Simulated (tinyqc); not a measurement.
Biaxially strained (001) channel, valley splitting in an inversion layer: one step of the calculation.

A thin layer grown on a relaxed buffer is stretched in the plane. The two valleys with their long axis along the growth direction (D2) sink against the four in-plane ones (D4); confinement in a triangular well splits them too. Only the lowest subband of each set is kept; one relaxation time, so the weakening of intervalley scattering is left out.

Problem. Share of the light valleys and conductivity mass. EF solves Ns = N2 ln(1 + exp((EF - E2)/Vt)) + N4 ln(1 + exp((EF - E4)/Vt)); f2 is the share in D2, and 1/mc = f2/mt + (1 - f2)(1/mt + 1/ml)/2.

Inputs (values chosen for the exercise); values close to those of silicon on relaxed silicon-germanium:
```
symbol,value,unit,meaning
T,273,K,temperature
ml,0.891,m0,longitudinal mass
mt,0.187,m0,transverse mass
Ns,1.6e12,cm^-2,inversion density
```

Constants: q = 1.602176634e-19 C, kB = 1.380649e-23 J/K, Vt = kB T/q. Results are converted to the units shown.

EF = 0.17684295 eV
E2 = 0.19110218 eV
N2 = 3.6753976e12 cm^-2

Find: f2; mc.

Solution.

f2 = 1.000
mc = 0.1870 m0

Program tinyqc, `OMP_NUM_THREADS=1 python tinyqc.py 2530026 2530027 out.jsonl`; Intel Xeon 2.30GHz, shared host, one thread, about 0.01 s.
